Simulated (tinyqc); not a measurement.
Carrier lifetime from Shockley-Read-Hall, radiative, Auger and surface recombination. Changing the surface velocity S. Computed by tinyqc, a small Python program. Command: `OMP_NUM_THREADS=1 python tinyqc.py 3026764 3026765 out.jsonl lifetime sweep`. One thread of a shared host (Intel(R) Xeon(R) Processor @ 2.30GHz), about 0.02 s of CPU time with the checks.

Energies are counted from the top of the valence band. Boltzmann statistics, full ionisation, and equal excess densities of electrons and holes.

Inputs (values chosen for the exercise, with bands modelled on CdTe):
```
quantity                          value        unit
gap E_g                            1.56          eV
electron mass m_e                0.0929         m_0
valleys M_c                           1           -
hole mass m_h                     0.605         m_0
temperature T                       250           K
doping N                        3.3e+17       cm^-3
trap level E_t                     1.09          eV
trap density N_t                5.5e+14       cm^-3
electron cross-section sigma_n  7.7e-16        cm^2
hole cross-section sigma_p      2.1e-17        cm^2
radiative coefficient B         2.3e-11      cm^3/s
Auger coefficient C_n             2e-31      cm^6/s
Auger coefficient C_p           4.8e-30      cm^6/s
excess density dn               5.4e+16       cm^-3
generation rate G               9.5e+18  cm^-3 s^-1
diffusion coefficient D             3.9      cm^2/s
thickness W                          97  micrometre
```

Doping: n-type. Surface term: two equal surfaces.

Constants: m_0 = 9.1093837015e-31 kg; k_B = 1.380649e-23 J/K; h = 6.62607015e-34 J s; k_B = 8.617333262e-05 eV/K.

Method:
- N_c = 2 M_c (2 pi m_e k_B T/h^2)^(3/2) and N_v = 2 (2 pi m_h k_B T/h^2)^(3/2), masses in units of m_0.
- n_i = sqrt(N_c N_v) exp(-E_g/2 k_B T); majority density N/2 + sqrt(N^2/4 + n_i^2), minority density n_i^2 over it.
- v = sqrt(3 k_B T/m) with m_e or m_h; tau_n0 = 1/(sigma_n v_n N_t), tau_p0 = 1/(sigma_p v_p N_t); n1 = N_c exp(-(E_g - E_t)/k_B T), p1 = N_v exp(-E_t/k_B T).
- The slowest diffusion mode has x tan x = S W/(2 D) with 0 < x < pi/2 (bisection), and tau_s = W^2/(4 x^2 D). The common approximation is W/(2 S) + W^2/(pi^2 D).
- With n = n_0 + dn, p = p_0 + dn and U/dn = 1/tau: (n p - n_i^2)/dn = n_0 + p_0 + dn = s; 1/tau_SRH = s/[tau_p0 (n + n1) + tau_n0 (p + p1)]; 1/tau_rad = B s; 1/tau_Aug = (C_n n + C_p p) s; the rates add, with 1/tau_s.
- Radiative efficiency = tau_eff/tau_rad; effective diffusion length = sqrt(D tau_eff).
- dn solves dn/tau_eff(dn) = G (60 bisections in ln dn between 1e-2 and 1e22 cm^-3); the splitting of the quasi-Fermi levels is k_B T ln(n p/n_i^2).

One run for each value:
```
surface velocity S (cm/s)   tau_s (s)  effective lifetime at dn (s)  quasi-Fermi splitting under G (eV)       x
1.00e+00                   4.8520e-03                    1.0966e-07                              1.2088  0.0353
1.00e+01                   4.8701e-04                    1.0964e-07                              1.2088  0.1113
1.00e+02                   5.0527e-05                    1.0942e-07                              1.2087  0.3455
1.00e+03                   6.9866e-06                    1.0797e-07                              1.2084  0.9291
1.00e+04                   2.8515e-06                    1.0560e-07                              1.2078  1.4544
1.00e+05                   2.4839e-06                    1.0502e-07                              1.2077  1.5583
1.00e+06                   2.4484e-06                    1.0496e-07                              1.2077  1.5695
1.00e+07                   2.4448e-06                    1.0495e-07                              1.2077  1.5707
```

What does the table show, and why?

Over the rows, tau_s (s) falls from 0.00485 to 2.44e-6 (exponent d ln y / d ln x -1.00 between the first rows and -6.3e-4 between the last); effective lifetime at dn (s) falls from 1.10e-7 to 1.05e-7; quasi-Fermi splitting under G (eV) falls from 1.2088 to 1.2077. tau_s goes from W/2S at small S to the diffusion limit W^2/(pi^2 D) = 2.44e-6 s. The effective lifetime hardly moves, because bulk recombination is faster than either.

Caution (all rows): the doping is near the effective density of states, where Boltzmann statistics fail and the gap narrows. Caution (rows 10000, 100000, 1.00e6, 1.00e7): the layer is thicker than two bulk diffusion lengths: adding 1/tau_s describes the late decay, and understates the surface loss in a steady state.
